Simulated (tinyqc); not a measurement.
RKS/LDA (VWN5) in the sto-6g basis, for HeH+, spin multiplicity 1, step by step. One step of it, computed by the program tinyqc.

Task: Iteration 2: building the Kohn-Sham matrix. J_ij = sum D_kl (ij|kl); F = H + J + V_xc; E = tr D H + tr D J / 2 + E_xc + E_nn.

D after iteration 1, order 1He 1s, 2H 1s:
```
[[1.664886, -0.183415],
 [-0.183415, 0.434156]]
```

core Hamiltonian H = T + V (hartree), order 1He 1s, 2H 1s:
```
[[-2.376919, -0.642960],
 [-0.642960, -1.313929]]
```

Two-electron integrals (ij|kl) in chemists' order, unique and non-zero (hartree):
```
(11|11) 1.056248   (21|11) 0.195742   (21|21) 0.049917   (22|11) 0.415072
(22|21) 0.151755   (22|22) 0.774999
```

nuclear repulsion = 0.85282387 hartree

V_xc (hartree), order 1He 1s, 2H 1s:
```
[[-0.631040, -0.110430],
 [-0.110430, -0.325757]]
```

E_xc = sum of w rho eps_xc = -0.87938697 hartree

Give: Coulomb J; Kohn-Sham matrix F; total energy of this density.

Result:

Coulomb J (hartree), order 1He 1s, 2H 1s:
```
[[1.8669, 0.3735],
 [0.3735, 0.9718]]
```

Kohn-Sham matrix F (hartree), order 1He 1s, 2H 1s:
```
[[-1.1410, -0.3799],
 [-0.3799, -0.6678]]
```

total energy of this density = -2.621870 hartree

This density is a damped mixture and is not idempotent.
